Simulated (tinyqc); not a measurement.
# Capacitances against the line height

Endless row of lines of width wl, height tl and space sl between grounded planes at distance hd; e2 fills the gaps beside the lines, e1 the rest. Laplace's equation is solved on meshes of 3, 6 and 12 steps per unit u and extrapolated (Aitken), which is good to about 0.2 %. C_even (all lines at 1 V) is the capacitance Cg to the planes; C_odd (neighbours in antiphase) = Cg + 4 Cc if only nearest neighbours couple, which defines Cc; total with quiet neighbours Cg + 2 Cc. Plate values 2 eps0 e1 wl/hd and eps0 e2 tl/sl.

Values chosen for this exercise: relative permittivity above and below the lines e1 = 2.4; relative permittivity between the lines e2 = 3.9; line width, in units u wl = 6 u; space between lines sl = 6 u; distance to each plane hd = 4 u.

Constants: eps0 = 8.8541878128e-12 F/m. Results are converted to the units shown.

The same in every row: plate Cg (aF/um) = 63.8.

Capacitances against the line height:
columns A: tl (u); B: Cg (aF/um); C: Cc (aF/um); D: Cg + 2 Cc (aF/um); E: C_odd (aF/um); F: plate Cc (aF/um); G: share of coupling, 2 Cc/(Cg + 2 Cc) (%)
```
A     B     C    D    E     F     G
2   112  11.8  136  159  11.5  17.4
4   115  22.6  161  206  23.0  28.1
6   116  33.8  184  252  34.5  36.7
8   117  45.2  207  298  46.0  43.6
12  117  68.2  253  390  69.1  53.8
16  117  91.2  299  482  92.1  60.9
```

What does the table show?

As tl goes from 2 to 16, Cg rises from 112 to 117 aF/um, Cc rises from 11.8 to 91.2 aF/um and the share of coupling rises from 17.4 to 60.9 %. Cg is 1.76 times its plate value in the first row and 1.84 times in the last; for Cc the ratios are 1.03 and 0.991. Neighbours in antiphase raise the load by a factor of 1.17 and 1.61 over quiet ones.

tinyqc, about 0.6 s, one thread, Intel Xeon 2.30GHz (shared host): `OMP_NUM_THREADS=1 python tinyqc.py 2790219 2790220 out.jsonl`
